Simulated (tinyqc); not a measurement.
## Frequency dispersion of an accumulation capacitance by border traps, distributed model: effect of the decay constant of the wave function in the insulator

Traps spread evenly through the insulator exchange electrons with the semiconductor by tunnelling, with tau(x) = t0 exp(2 ka x) at depth x from the interface. The admittance per area Y seen at depth x obeys dY/dx = -Y^2/(i w eps0 eox) + q Nb ln(1 + i w tau)/tau, with Y(0) = i w Cs and w = 2 pi f; the gate sees Y(tox) = G + i w C. Working variable y = Y/(i w), in uF/cm^2. Cox = eps0 eox/tox.

Cox; trap-free value 1/(1/Cox + 1/Cs); response depth d = ln(1/(w t0))/(2 ka), where w tau = 1; lumped estimate: all traps within d act as C_bt = q Nb d placed at d/2, so C = 1/{1/[1/(1/Cs + d/(2 eps0 eox)) + C_bt] + (tox - d/2)/(eps0 eox)}. C and G from a fine integration; dispersion -d C/d log10 f over C, from f times and over 1.1. For a broad spread of time constants G/w is close to -(pi/2) dC/d ln w.

Inputs (values chosen for the exercise); permittivity close to that of zirconium oxide: relative permittivity of the insulator eox = 22.5; insulator thickness tox = 4.5 nm; semiconductor capacitance in accumulation Cs = 2.1 uF/cm^2; density of border traps Nb = 3e19 cm^-3 eV^-1; time constant of a trap at the interface t0 = 8e-11 s; frequency f = 100 Hz.

Constants: q = 1.602176634e-19 C, eps0 = 8.8541878128e-14 F/cm where lengths are in cm. Results are converted to the units shown.

The same in every row: trap-free C (uF/cm^2) = 1.424.

Results:
```
ka (1/nm)  d (nm)  C (uF/cm^2)  G/w (uF/cm^2)  dispersion (% a decade)  -(pi/2) dC/d ln w (uF/cm^2)  lumped C (uF/cm^2)
2.5         3.361        2.419         0.1168                    7.143                       0.1179               2.295
3.2         2.626        2.148        0.07855                    5.352                      0.07842               2.075
3.9         2.155        1.995        0.05870                    4.309                      0.05864               1.945
4.6         1.827        1.896        0.04696                    3.628                      0.04693               1.859
5.3         1.585        1.827        0.03919                    3.143                      0.03917               1.797
6.7         1.254        1.736        0.02952                    2.492                      0.02951               1.715
7.4         1.136        1.705        0.02630                    2.261                      0.02630               1.686
```

Estimate the missing row, ka = 6 1/nm.

Computed row:
```
ka (1/nm)  d (nm)  C (uF/cm^2)  G/w (uF/cm^2)  dispersion (% a decade)  -(pi/2) dC/d ln w (uF/cm^2)  lumped C (uF/cm^2)
6           1.400        1.776        0.03366                    2.778                      0.03365               1.751
```

With this row back in the table: As ka goes from 2.5 to 7.4, C falls from 2.42 to 1.70 uF/cm^2, the dispersion falls from 7.14 to 2.26 % a decade and G/w falls from 0.117 to 0.0263 uF/cm^2. The lumped estimate is 5.1 % below C in the first row and 1.1 % below it in the last.

tinyqc, about 0.4 s, one thread, Intel Xeon 2.30GHz (shared host): `OMP_NUM_THREADS=1 python tinyqc.py 2202249 2202250 out.jsonl`
